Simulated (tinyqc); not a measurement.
# Worked calculation: programming of a floating-gate cell by Fowler-Nordheim tunnelling

tinyqc, about 0.01 s, one thread, Intel Xeon 2.30GHz (shared host): `OMP_NUM_THREADS=1 python tinyqc.py 2130084 2130085 out.jsonl` Printed values are rounded.

Per tunnel area the floating gate has Ctun = 3.9 eps0/tox to the channel (0 V) and Ccg to the control gate, Ct = Ctun/(1 - ag), no other coupling. With the threshold shift U = -Q/Ccg the field is F = ag (Vg - U)/tox, and dU/dt = J/Ccg. Fowler-Nordheim: J = A F^2 exp(-B/F), A = q^2/(16 pi^2 hbar mo phi) (times 1e14 for A/cm^2 with F in V/nm, emitter mass m0), B = (4/3) sqrt(mo/C) phi^1.5, C = hbar^2/(2 m0).

Parameters, values chosen for the exercise; oxide values close to those of silicon dioxide:
```
symbol  value  unit                       meaning
phi      3.08    eV                tunnel barrier
mo        0.4    m0               tunnelling mass
tox       6.8    nm        tunnel oxide thickness
ag       0.57               coupling ratio Ccg/Ct
ar       8400  nm^2                   tunnel area
Vt0      -2.5     V  threshold shift at the start
Vg       13.1     V          control-gate voltage
dt      0.081    us                     time step
n          10                               steps
```

Constants: q = 1.602176634e-19 C, hbar = 1.054571817e-34 J s, m0 = 9.1093837015e-31 kg, eps0 = 8.8541878128e-14 F/cm where lengths are in cm, hbar^2/(2 m0) = 0.0380998212 eV nm^2. Results are converted to the units shown.

Range of the model: Programming fields of 10 MV/cm and more wear the oxide; trapping and the channel potential are ignored.

## Constants of the cell

A, B, Ccg = ag Ct, the starting field and current, K = A B ag/(Ccg tox), and the knee time t0 = exp(B/F(0))/K.

A = 1.25116e8 A cm^-2 (V/nm)^-2
B = 23.3525 V/nm
Ccg = 0.673148 uF/cm^2
F(0) = 1.30765 V/nm
J(0) = 3.75393 A/cm^2
K = 3.63833e14 1/s
t0 = 0.156641 us
electrons for 1 V of shift = 352.923

## Explicit time steps against the exact solution

U(new) = U + dt J(F(U))/Ccg. Exact: exp(B/F(t)) = exp(B/F(0)) + K t, K = A B ag/(Ccg tox), and U = Vg - tox F/ag.

```
step  t (us)  F (V/nm)  J (A/cm^2)  U by steps (V)  U exact (V)
0          0   1.30765     3.75393        -2.50000     -2.50000
1      0.081   1.26978     2.07822        -2.04829     -2.14421
2      0.162   1.24882     1.47627        -1.79822     -1.90342
3      0.243   1.23393     1.15013        -1.62058     -1.72261
4      0.324   1.22233    0.943053        -1.48218     -1.57848
5      0.405   1.21282    0.799238        -1.36870     -1.45901
6      0.486   1.20476    0.693311        -1.27253     -1.35722
7      0.567   1.19776    0.611960        -1.18911     -1.26871
8      0.648   1.19159    0.547487        -1.11547     -1.19050
9      0.729   1.18607    0.495121        -1.04959     -1.12054
10      0.81   1.18107    0.451742        -0.99001     -1.05729
```

The steps run ahead by 95.9 mV after the first and 67.3 mV after the last, as each uses the larger current of its start; the step is 0.52 of the knee time t0. The overshoot lowers the field, so later steps gain less than the exact curve and the error ends smaller than after the first step.
